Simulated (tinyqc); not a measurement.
Inside a calculation. Model: ballistic Schottky-barrier transistor with a two-dimensional channel, WKB contacts.

tinyqc, about 0.2 s, one thread, Intel Xeon 2.30GHz (shared host): `OMP_NUM_THREADS=1 python tinyqc.py 2390007 2390008 out.jsonl` Printed values are rounded.

Source Fermi level 0, drain Fermi level -Vd. Far from the contacts Ec = pn - psi, and the gate moves psi one to one; the band edges relax as exp(-x/lam) from pn at the source and pn - Vd at the drain; Ev = Ec - Eg. A carrier of energy w inside the channel band meets at a contact a barrier of height D (the contact edge beyond the channel edge): T = 1 for w >= D, else exp(-S), S = 4 lam sqrt(m/C) [sqrt(D - w) - sqrt(w) arctan sqrt((D - w)/w)], C = hbar^2/(2 m0). The two contacts combine as Ts Td/(Ts + Td - Ts Td).

Values chosen for this exercise; channel values close to those of an ultrathin silicon body with silicide contacts:

| symbol | value | unit | meaning |
|---|---|---|---|
| T | 300 | K | temperature |
| Eg | 1.12 | eV | band gap |
| pn | 0.45 | eV | barrier for electrons at both contacts |
| mn | 0.18 | m0 | electron mass |
| mp | 0.26 | m0 | hole mass |
| g | 2 |  | valleys or subbands |
| lam | 2.1 | nm | screening length at the contacts |
| Vd | 0.05 | V | drain bias |
| ps | -0.47 | V | band shift psi of the channel by the gate |
| w0 | 0.29 | eV | energy of one carrier inside the channel band |
| wm | 0.7 | eV | upper end of the grid |
| nE | 15 |  | points of the grid |

Constants: q = 1.602176634e-19 C, kB = 1.380649e-23 J/K, hbar = 1.054571817e-34 J s, h = 6.62607015e-34 J s, m0 = 9.1093837015e-31 kg, Vt = kB T/q, hbar^2/(2 m0) = 0.0380998212 eV nm^2. Results are converted to the units shown.

Range of the model: No scattering, image-force lowering, channel charge or band-to-band tunnelling; parabolic kappa overstates S deep in the gap.

## Band edges and barriers

Electrons: Ds = psi, Dd = psi - Vd, Es = Ec, Ed = Ec + Vd. Holes: Ds = -psi, Dd = Vd - psi, Es = -Ev, Ed = -Ev - Vd. The size of each current is taken; both flow from drain to source and add.

Ec = 0.92 eV
Ev = -0.2 eV
D for electrons (eV): source -0.4700000, drain -0.5200000
D for holes (eV): source 0.4700000, drain 0.5200000

A negative D is no barrier. Here the holes carry the larger current.

## Transmission of one of the holes

S and T at both contacts for w = w0, and the tunnelling distance lam ln(D/w) at the higher barrier.

S at the source = 1.424613
S at the drain = 1.925995
combined T = 0.09981814
tunnelling distance = 1.226291 nm

## Current of the holes on a coarse grid

I/W = g (2 q^2/h) int T(w) [N(Es + w) - N(Ed + w)] dw with w the energy of motion along the channel, N(y) = (1/2 pi) sqrt(pi m kB T/C) Fm(-y/kB T), Fm(x) = (1/sqrt(pi)) int_0^infinity u^(-1/2)/(1 + exp(u - x)) du. Electrons: Ds = psi, Dd = psi - Vd, Es = Ec, Ed = Ec + Vd. Holes: Ds = -psi, Dd = Vd - psi, Es = -Ev, Ed = -Ev - Vd. The size of each current is taken; both flow from drain to source and add. Simpson's rule on nE equally spaced w from 0 to wm.

| point | w (eV) | Ts | Td | T | size of the supply difference (1/um) |
|---|---|---|---|---|---|
| 0 | 0.0000000 | 2.928349e-7 | 1.342407e-7 | 9.204543e-8 | 0.3054283 |
| 1 | 0.0500000 | 2.905436e-4 | 1.386945e-4 | 9.388866e-5 | 0.04424388 |
| 2 | 0.1000000 | 0.003105808 | 0.001547502 | 0.001033934 | 0.006397664 |
| 3 | 0.1500000 | 0.01552032 | 0.008094499 | 0.005348385 | 9.248630e-4 |
| 4 | 0.2000000 | 0.05175678 | 0.02835257 | 0.01865974 | 1.336956e-4 |
| 5 | 0.2500000 | 0.1319126 | 0.07623541 | 0.05076648 | 1.932656e-5 |
| 6 | 0.3000000 | 0.2747137 | 0.1684750 | 0.1166078 | 2.793775e-6 |
| 7 | 0.3500000 | 0.4844895 | 0.3179414 | 0.2375714 | 4.038578e-7 |
| 8 | 0.4000000 | 0.7356354 | 0.5235430 | 0.4406389 | 5.838018e-8 |
| 9 | 0.4500000 | 0.9562021 | 0.7590212 | 0.7335195 | 8.439222e-9 |
| 10 | 0.5000000 | 1 | 0.9603943 | 0.9603943 | 1.219943e-9 |
| 11 | 0.5500000 | 1 | 1 | 1 | 1.763504e-10 |
| 12 | 0.6000000 | 1 | 1 | 1 | 2.549255e-11 |
| 13 | 0.6500000 | 1 | 1 | 1 | 3.685109e-12 |
| 14 | 0.7000000 | 1 | 1 | 1 | 5.327056e-13 |

current = 1.541571e-4 uA/um

A converged quadrature gives 1.534e-4 uA/um; this grid is 0.46 % above that. 0.00147 % of it passes over both barriers, the rest tunnels. The other carrier adds 1.18e-13 uA/um.
